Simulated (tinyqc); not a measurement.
# Strain-driven roughening and islands of a mismatched epitaxial film, step by step

A worked calculation. Computed by tinyqc, a small Python program that keeps every step. Command: `OMP_NUM_THREADS=1 python tinyqc.py 3000815 3000816 out.jsonl island walk`. One thread of a shared host (Intel(R) Xeon(R) Processor @ 2.30GHz), about 0.01 s of CPU time with the checks. Intermediate numbers are printed to about 6 digits and carried at full precision; extremes and crossings named in words are read from the listed rows.

Film and substrate share isotropic elastic constants; the film is coherent and biaxially strained.

Inputs (values chosen for the exercise, for a model film):
```
quantity                                      value       unit
misfit |f|                                   0.0528          -
shear modulus G                                53.5        GPa
Poisson ratio nu                               0.24          -
surface energy gamma                           1.21      J/m^2
contact angle of the shallow shape theta_1     9.46    degrees
contact angle of the steep shape theta_2       32.1    degrees
facet energy of shape 1 over gamma            1.008          -
facet energy of shape 2 over gamma            1.036          -
wetting energy gamma_s - gamma                0.096      J/m^2
decay length of wetting delta                  0.31         nm
surface mobility D_s nu_s Omega^2/(k_B T)   1.8e-34  m^6/(J s)
initial ripple amplitude A0                    0.28         nm
ripple wavelength over the critical one         2.7          -
island volume V                                1800       nm^3
```

Transport: surface diffusion.

Constants: e = 1.602176634e-19 C.

## Elastic energy of the flat film

M = 2 G (1 + nu)/(1 - nu); stress = M f; energy density w = M f^2.

biaxial modulus M = 174.579 GPa

stress = 9.21777 GPa

energy density w = 486.698 MJ/m^3

## Asaro-Tiller-Grinfeld instability

A ripple A cos(k x) has the surface chemical potential per volume [gamma k^2 - 2 (1 + nu) w k] A cos(k x), so k_c = 2 (1 + nu) w/gamma. With surface diffusion the amplitude grows at the rate q = B k^2 [2 (1 + nu) w k - gamma k^2], fastest at k_m = (3/4) k_c. B is the surface mobility.

k_c = 0.997530 1/nm

critical wavelength = 6.29874 nm

fastest wavelength = 8.39832 nm

growth time 1/q at k_m = 0.0439657 s

A ripple of A0 needs about 0.018 s to reach a twentieth of its wavelength. Caution: a wavelength of a few nanometres is at the limit of continuum theory, where steps and facets rule.

## A ripple of given wavelength

A ripple A cos(k x) has the surface chemical potential per volume [gamma k^2 - 2 (1 + nu) w k] A cos(k x), so k_c = 2 (1 + nu) w/gamma. With surface diffusion the amplitude grows at the rate q = B k^2 [2 (1 + nu) w k - gamma k^2], fastest at k_m = (3/4) k_c. B is the surface mobility. Stress at the trough = stress x (1 + 2 k A).

k = 0.369456 1/nm

rate q = 6.89852 1/s

q over the largest rate = 0.303298

stress concentration at A0 = 1.20690

The ripple grows.

## Wetting layer

The surface energy depends on thickness as gamma + (gamma_s - gamma) exp(-h/delta). Its curvature adds W2 = (gamma_s - gamma) exp(-h/delta)/delta^2 to the restoring terms; the flat film is stable while W2 > (1 + nu)^2 w^2/gamma, which gives h_c = delta ln[(gamma_s - gamma) gamma/(delta^2 (1 + nu)^2 w^2)], or 0 if negative.

wetting-layer thickness h_c = 0.371869 nm

Layer-by-layer growth up to h_c, then roughening: the Stranski-Krastanov mode.

## Island nucleation

Shallow faceted island (Tersoff form): E = 4 Gam V^(2/3) tan^(1/3)(theta) - 6 c V tan(theta), Gam = gamma [x/sin(theta) - 1/tan(theta)], x the facet energy over gamma, c = stress^2 (1 - nu)/(2 pi G). The barrier is the maximum of E, at V_c = [4 Gam/(9 c)]^3 / tan^2(theta) (1 GPa nm = 1 J/m^2).

c = 0.192102 GPa

Gam of shape 1 = 0.159013 J/m^2

critical volume, shape 1 = 1.79341 nm^3

barrier, shape 1 = 1.07488 eV

Gam of shape 2 = 0.430077 J/m^2

critical volume, shape 2 = 2.50351 nm^3

barrier, shape 2 = 5.64892 eV

The shallow shape has the lower barrier. Each barrier is a third of the surface term at V_c and scales as Gam^3/c^2, that is as f^(-4). Caution: a critical island of a few cubic nanometres holds a few hundred atoms at most, and edge energies, left out here, matter.

## Which shape at the volume V

The two energies cross at V_x^(1/3) = 4 [Gam_2 t2^(1/3) - Gam_1 t1^(1/3)]/(6 c (t2 - t1)), t = tan(theta); mu = dE/dV.

E of shape 1 = -1834.42 eV

E of shape 2 = -6762.96 eV

crossing volume V_x = 9.45133 nm^3

jump of mu at V_x, shape 2 less shape 1 = -176.993 MJ/m^3

At V the steep shape is lower. At V_x the chemical potential drops, so islands that have turned steep grow at the cost of the shallow ones. Caution: the shallow-slope form overstates the relaxation of facets steeper than about 25 degrees.

## Scaling with the misfit

A ripple A cos(k x) has the surface chemical potential per volume [gamma k^2 - 2 (1 + nu) w k] A cos(k x), so k_c = 2 (1 + nu) w/gamma. With surface diffusion the amplitude grows at the rate q = B k^2 [2 (1 + nu) w k - gamma k^2], fastest at k_m = (3/4) k_c. V_c = [4 Gam/(9 c)]^3/tan^2(theta), barrier = (4/3) Gam V_c^(2/3) tan^(1/3)(theta); the growth time is 1/q at k_m.

Misfit scaled at fixed constants:
```
|f| (%)  fastest wavelength (nm)  growth time (s)  V_c of shape 1 (nm^3)  barrier of shape 1 (eV)
1.320                    134.373      2.88134e+03            7.34580e+03              2.75170e+02
1.848                     68.558      1.95240e+02            9.75598e+02              7.16291e+01
2.640                     33.593      1.12552e+01            1.14778e+02              1.71981e+01
3.696                     17.139      7.62658e-01            1.52437e+01              4.47682e+00
5.280                      8.398      4.39657e-02            1.79341e+00              1.07488e+00
7.392                      4.285      2.97913e-03            2.38183e-01              2.79801e-01
```

Halving the misfit stretches the wavelength 4 times, the barrier 16 times, the volume 64 times and the time 256 times: f^(-2), f^(-4), f^(-6), f^(-8). Over these rows the time spans 6.0 decades: strongly mismatched films tend to roughen first, while dilute alloys have time to stay flat. Rows with wavelengths under 10 nm or volumes under 5 nm^3 are beyond the continuum picture.

Checks made by the program: k_m against a numerical maximum of the rate (relative difference 5e-10).
